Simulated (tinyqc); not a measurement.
Swing curve: thickness of the top film: thin-film optics by transfer matrices.

Indices N = n + i k. Snell: N0 sin(theta) = N_j sin(theta_j), with Im(N_j cos theta_j) >= 0. Admittance y_j = N_j cos theta_j for s and N_j/cos theta_j for p. Phase delta_j = 2 pi N_j cos theta_j d_j/lambda. Layer matrix [[cos delta, -i sin delta/y], [-i y sin delta, cos delta]], multiplied from the top down to M. (B, C) = M (1, y_sub); r = (y0 B - C)/(y0 B + C), R = |r|^2, T = 4 Re y0 Re y_sub/|y0 B + C|^2, absorbed in the films 1 - R - T.

Parameters, chosen for this exercise (indices near those of resist on Cu; shifted at random, so the results belong to these values and not to a real crystal):

| symbol | value | unit | meaning |
|---|---|---|---|
| lam | 248 | nm | vacuum wavelength |
| n0 | 1 |  | ambient index |
| n | (1.792, 1.495) |  | n of resist, substrate |
| k | (0.012, 1.861) |  | k in the same order |
| d | (248) | nm | thicknesses, top first |
| theta | 70 | degrees | angle of incidence |
| pol | p |  | polarisation |

The first entry of d takes the values listed.

Stack:

| d_1 (nm) | R | T | absorbed |
|---|---|---|---|
| 248.0 | 0.1788 | 0.6423 | 0.1789 |
| 261.5 | 0.2413 | 0.5846 | 0.1740 |
| 275.1 | 0.2220 | 0.5900 | 0.1880 |
| 288.6 | 0.1324 | 0.6491 | 0.2185 |
| 302.2 | 0.0464 | 0.7062 | 0.2474 |
| 315.7 | 0.0679 | 0.6840 | 0.2481 |
| 329.3 | 0.1637 | 0.6068 | 0.2295 |
| 342.8 | 0.2242 | 0.5549 | 0.2209 |
| 356.4 | 0.2055 | 0.5596 | 0.2349 |
| 369.9 | 0.1193 | 0.6123 | 0.2685 |
| 383.4 | 0.0381 | 0.6620 | 0.2999 |
| 397.0 | 0.0586 | 0.6421 | 0.2993 |
| 410.5 | 0.1496 | 0.5737 | 0.2767 |

What does the comparison show, and why?

R swings between 0.0381 and 0.2413 on these points. The period is lambda/(2 Re(N_1 cos theta_1)) = 81.3 nm, six rows. The swing shrinks from 0.1950 in the first period to 0.1862 in the second, as the film absorbs the wave that returns from below. The swing ratio (max - min)/mean is 1.43.

Program tinyqc; command `OMP_NUM_THREADS=1 python tinyqc.py 1680128 1680129 out.jsonl`; about 0.01 s on one thread of a shared Intel(R) Xeon(R) Processor @ 2.30GHz.
